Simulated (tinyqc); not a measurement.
Frequency dispersion of an accumulation capacitance by border traps, distributed model: one step of the calculation.

Traps spread evenly through the insulator exchange electrons with the semiconductor by tunnelling, with tau(x) = t0 exp(2 ka x) at depth x from the interface. The admittance per area Y seen at depth x obeys dY/dx = -Y^2/(i w eps0 eox) + q Nb ln(1 + i w tau)/tau, with Y(0) = i w Cs and w = 2 pi f; the gate sees Y(tox) = G + i w C. Working variable y = Y/(i w), in uF/cm^2. Cox = eps0 eox/tox.

Question. Midpoint steps through the active depth. In terms of y: dy/dx = -y^2/(eps0 eox) + s(x), s = q Nb ln(1 + z)/z, z = i w tau. 9 midpoint steps of h = xe/9: y_half = y + (h/2) y'(x, y), y(new) = y + h y'(x + h/2, y_half).

Inputs (values chosen for the exercise); permittivity close to that of zirconium oxide:
- eox = 21.6 (relative permittivity of the insulator)
- Cs = 3.8 uF/cm^2 (semiconductor capacitance in accumulation)
- Nb = 6.8e18 cm^-3 eV^-1 (density of border traps)
- ka = 4.2 1/nm (decay constant of the wave function in the insulator)
- t0 = 1e-9 s (time constant of a trap at the interface)
- f = 1e6 Hz (frequency)
- xe = 1.2 nm (depth down to which the steps are taken)

Constants: q = 1.602176634e-19 C, eps0 = 8.8541878128e-14 F/cm where lengths are in cm. Results are converted to the units shown.

Find: x; s; y.

Answer.

| point | x (nm) | s (uF/(cm^2 nm)) | y (uF/cm^2) |
|---|---|---|---|
| 0 | 0 | 0.10895-0.00034i | 3.8000+0.0000i |
| 1 | 0.13333 | 0.10893-0.00105i | 3.7161-0.0001i |
| 2 | 0.26667 | 0.10882-0.00321i | 3.6365-0.0003i |
| 3 | 0.40000 | 0.10778-0.00970i | 3.5607-0.0010i |
| 4 | 0.53333 | 0.09948-0.02633i | 3.4882-0.0031i |
| 5 | 0.66667 | 0.06661-0.04353i | 3.4167-0.0079i |
| 6 | 0.80000 | 0.02889-0.03490i | 3.3431-0.0130i |
| 7 | 0.93333 | 0.01030-0.01892i | 3.2692-0.0158i |
| 8 | 1.0667 | 0.00345-0.00866i | 3.1972-0.0168i |
| 9 | 1.2000 | 0.00114-0.00364i | 3.1277-0.0168i |

Numbers from tinyqc (`OMP_NUM_THREADS=1 python tinyqc.py 2202018 2202019 out.jsonl`; about 0.4 s on one thread of a shared Intel Xeon 2.30GHz).
